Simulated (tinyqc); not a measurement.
Surface potential of a MOS transistor: implicit equation and explicit approximations: two steps of the calculation.

p-type body, charge-sheet picture, depletion and inversion only, full ionisation (an idealisation for deep acceptors), Boltzmann statistics (rough once Na exp(x - xn) passes about Nc/7). In units of Vt: xg = (Vg - Vfb)/Vt, x = psi/Vt, G = gamma/sqrt(Vt), xn = (2 phiF + Vc)/Vt. The implicit equation is (xg - x)^2 = G^2 [x - 1 + exp(x - xn)] for x above about 3. Cox = eps0 eox/tox.

Parameters, values chosen for the exercise; band and dielectric values close to those of silicon: temperature T = 350 K; relative permittivity of the gate insulator (close to zirconium oxide) eox = 25.4; insulator thickness tox = 7.5 nm; channel-body voltage Vc = 0.5 V.

Constants: q = 1.602176634e-19 C, kB = 1.380649e-23 J/K, Vt = kB T/q, eps0 = 8.8541878128e-14 F/cm where lengths are in cm. Results are converted to the units shown.

Question 1. New x. D = exp(x - xn), f = (xg - x)^2 - G^2 (x - 1 + D), f' = -2 (xg - x) - G^2 (1 + D), x(new) = x - f/f'.

x at the start = 46.1
G = 0.14486664
xn = 37.838876
xg = 48.407418

Give: D; f; f'; x after iteration 1.

Answer 1.

D = 3870.4
f = -76.849
f' = -85.862
x after iteration 1 = 45.205

Question 2. Potential, charges and gate control. psi = Vt x; N_dep = Cox Vt G sqrt(x - 1)/q; N_inv = (Cox Vt G/q) [sqrt(x - 1 + exp(x - xn)) - sqrt(x - 1)]; dpsi/dVg = 1/[1 + G^2 (1 + exp(x - xn))/(2 (xg - x))].

converged x = 44.413495
G = 0.14486664
xn = 37.838876
xg = 48.407418

Find: psi; N_dep; N_inv; dpsi/dVg.

Answer 2.

psi = 1.3395 V
N_dep = 5.3881e11 cm^-2
N_inv = 1.7157e12 cm^-2
dpsi/dVg = 0.34656

psi lies 6.6 Vt above 2 phiF + Vc.

Program tinyqc, `OMP_NUM_THREADS=1 python tinyqc.py 2122113 2122114 out.jsonl`; Intel Xeon 2.30GHz, shared host, one thread, about 0.01 s.
